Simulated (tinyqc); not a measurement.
Size effects in the resistivity of thin metal films and interconnect lines: one step, computed by the program tinyqc.

Electrons lose their drift at surfaces (a share 1 - p of the hits) and at grain boundaries (reflection R), besides bulk scattering. The line sits in a trench with a non-conducting liner on both walls and the bottom; the spacing equals the drawn width.

Task: Resistance and delay. Total: rho = rho_b [1 + surface excess + grain excess]; resistance per length rho/(w_m h_m); capacitance per length C = 2 k eps_0 (aspect ratio + 1/2), a parallel-plate estimate for two neighbours plus a fixed term for the planes above and below; delay 0.38 R C L^2; effective resistivity per drawn area.

Inputs (values chosen for the exercise, modelled on iridium):
```
quantity,value,unit
bulk resistivity rho_b,5.01,microohm cm
aspect ratio (height over width),2.1,-
line length,130,micrometre
permittivity of the dielectric k,4,-
```

Geometry: line.

rho/rho_b from surfaces = 1.039291

rho/rho_b from grains = 1.057397

metal width w_m = 107.2 nm

metal height h_m = 229.6 nm

share of the trench filled by metal = 96.86391 %

Constants: eps_0 = 8.8541878128e-12 F/m.

Give: resistivity rho; resistance per length; capacitance per length; RC delay; effective resistivity per drawn area.

Result:

resistivity rho = 5.494 microohm cm

resistance per length = 2.232 ohm/micrometre

capacitance per length = 0.1842 fF/micrometre

RC delay = 2.640 ps

effective resistivity per drawn area = 5.672 microohm cm

Of the factor 1.13 over bulk, scattering gives 1.10 and the liner 1.03; within scattering, grain boundaries outweigh surfaces (0.06 against 0.04, grains first).
